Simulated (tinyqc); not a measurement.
Donors on two lattice sites with valley-orbit split states: one step. Mobility and resistivity. Two cases, with inputs chosen for the exercise.

Task: Compare with full ionisation, n = ND - NA.

Mobility (Caughey-Thomas form): mu = mu0 + (mu1 (T/300)^(-ga) - mu0)/(1 + ((ND + NA)/Nr)^de); rho = 1/(e n mu), e = 1.602176634e-19 C.

Give: mu; rho; rho at full ionisation.

Case 1.

Values chosen (near those of nitrogen in 4H-SiC; not measured data): ND = 1.2e+18 1/cm^3 (donors, half on each site); NA = 0 1/cm^3 (compensating acceptors, all ionised); mu0 = 41 cm^2/(V s) (mobility at heavy doping); mu1 = 973 cm^2/(V s) (mobility at light doping and 300 K); Nr = 2.2e+17 1/cm^3 (reference doping); de = 0.61 (doping exponent); ga = 2.4 (temperature exponent); T = 300 K.

n = 3.7063e+17 1/cm^3

Result:

mu = 285.3 cm^2/(V s)
rho = 0.0590 ohm cm
rho at full ionisation = 0.0182 ohm cm

Incomplete ionisation raises rho by a factor 3.24.

Case 2.

Values chosen (near those of nitrogen in 4H-SiC; not measured data): ND = 7.7e+15 1/cm^3 (donors, half on each site); NA = 0 1/cm^3 (compensating acceptors, all ionised); mu0 = 42 cm^2/(V s) (mobility at heavy doping); mu1 = 965 cm^2/(V s) (mobility at light doping and 300 K); Nr = 2.1e+17 1/cm^3 (reference doping); de = 0.61 (doping exponent); ga = 2.4 (temperature exponent); T = 500 K.

n = 7.6344e+15 1/cm^3

Result:

mu = 254.9 cm^2/(V s)
rho = 3.21 ohm cm
rho at full ionisation = 3.18 ohm cm

Incomplete ionisation raises rho by a factor 1.01.

Computed by tinyqc, one run a case: `OMP_NUM_THREADS=1 python tinyqc.py N N+1 out.jsonl` with N = 1680598, 1680734; one thread of a shared Intel(R) Xeon(R) Processor @ 2.30GHz, about 0.01 s a run at most.
